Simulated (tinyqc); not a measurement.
Inside a calculation. Method: harmonic frequencies on the RHF/sto-3g surface (energies and gradients from PySCF), for H3+, spin multiplicity 1. Computed by tinyqc, a small Python program that keeps every step (integrals from PySCF). Settings: charge = 1, multiplicity = 1, basis = sto-3g, delta = 0.002. Command: `OMP_NUM_THREADS=1 python tinyqc.py 28034 28035 out.jsonl` (the two numbers bound the seeds that draw the settings). One thread of a shared host (Intel(R) Xeon(R) Processor @ 2.60GHz), about 1 s of CPU time with the checks.

## One row of the Hessian: 2Hz

optimised positions (bohr), order 1H, 2H, 3H:
$$\begin{pmatrix}
0.43418 & -0.97359 & -0.02155 \\
-0.23150 & 0.42966 & 0.94092 \\
-0.27071 & 0.47401 & -0.88536
\end{pmatrix}$$

gradient at +delta (hartree/bohr), order 1H, 2H, 3H:
$$\begin{pmatrix}
0.0000853 & -0.0001786 & -0.0000678 \\
-0.0000581 & 0.0001286 & 0.0003876 \\
-0.0000272 & 0.0000500 & -0.0003199
\end{pmatrix}$$

gradient at -delta (hartree/bohr), order 1H, 2H, 3H:
$$\begin{pmatrix}
-0.0000845 & 0.0001771 & 0.0000682 \\
0.0000583 & -0.0001289 & -0.0003735 \\
0.0000262 & -0.0000482 & 0.0003053
\end{pmatrix}$$

Displace 2Hz by +/-0.002 bohr; H(k, :) = (g(+) - g(-)) / (2 delta).

row of the Hessian (hartree/bohr^2): 1Hx 0.0424525, 1Hy -0.0889330, 1Hz -0.0339823, 2Hx -0.0291099, 2Hy 0.0643788, 2Hz 0.1902758, 3Hx -0.0133426, 3Hy 0.0245543, 3Hz -0.1562935

## Hessian by finite differences

All rows are made in the same way, and the matrix is symmetrised.

Hessian (symmetrised) (hartree/bohr^2):
```
            1Hx         1Hy         1Hz         2Hx         2Hy         2Hz         3Hx         3Hy
1Hx   0.0428276  -0.0890573  -0.0018236  -0.0200490   0.0425372   0.0424525  -0.0227786   0.0465200
1Hy  -0.0890573   0.1852160   0.0049870   0.0421381  -0.0893974  -0.0889331   0.0469192  -0.0958186
1Hz  -0.0018236   0.0049870   0.0588129   0.0228326  -0.0481513  -0.0339824  -0.0210091   0.0431644
2Hx  -0.0200490   0.0421381   0.0228326   0.0176749  -0.0373221  -0.0291099   0.0023741  -0.0048160
2Hy   0.0425372  -0.0893974  -0.0481513  -0.0373221   0.0788917   0.0643789  -0.0052151   0.0105058
2Hz   0.0424525  -0.0889331  -0.0339824  -0.0291099   0.0643789   0.1902758  -0.0133426   0.0245542
3Hx  -0.0227786   0.0469192  -0.0210091   0.0023741  -0.0052151  -0.0133426   0.0204045  -0.0417040
3Hy   0.0465200  -0.0958186   0.0431644  -0.0048160   0.0105058   0.0245542  -0.0417040   0.0853128
3Hz  -0.0406289   0.0839462  -0.0248305   0.0062773  -0.0162276  -0.1562935   0.0343516  -0.0677186

            3Hz
1Hx  -0.0406289
1Hy   0.0839462
1Hz  -0.0248305
2Hx   0.0062773
2Hy  -0.0162276
2Hz  -0.1562935
3Hx   0.0343516
3Hy  -0.0677186
3Hz   0.1811240
```

## Normal modes

masses (u): 1H 2.01410, 2H 1.00782, 3H 1.00782

Diagonalise H_ij / sqrt(m_i m_j); the 6 smallest eigenvalues belong to translations and rotations; wavenumber = sqrt(eigenvalue / 1822.888) x 219474.63; each mode has its largest component positive (the first on a tie); zero-point energy = sum of wavenumbers / 2, with 349.755 1/cm per kcal/mol. A mass of 2.014 u marks deuterium.

eigenvalues of the mass-weighted Hessian (hartree/(bohr^2 u)): [0.00000, 0.00000, 0.00000, 0.00000, 0.00000, 0.00001, 0.13688, 0.14551, 0.42925]

harmonic wavenumbers of the vibrations (1/cm): [1901.8, 1960.9, 3367.9]

mass-weighted modes, order 1Hx, 1Hy, 1Hz, 2Hx, 2Hy, 2Hz, 3Hx, 3Hy, 3Hz:
$$\begin{pmatrix}
-0.25505 & 0.00957 & 0.16959 \\
0.53052 & -0.01080 & -0.35277 \\
0.01831 & 0.44711 & -0.01221 \\
0.18866 & 0.23042 & -0.10724 \\
-0.38444 & -0.48573 & 0.23506 \\
0.37838 & -0.33307 & 0.59714 \\
0.17190 & -0.24395 & -0.13251 \\
-0.36554 & 0.50100 & 0.26364 \\
-0.40427 & -0.29900 & -0.57987
\end{pmatrix}$$

zero-point energy = 10.33670 kcal/mol
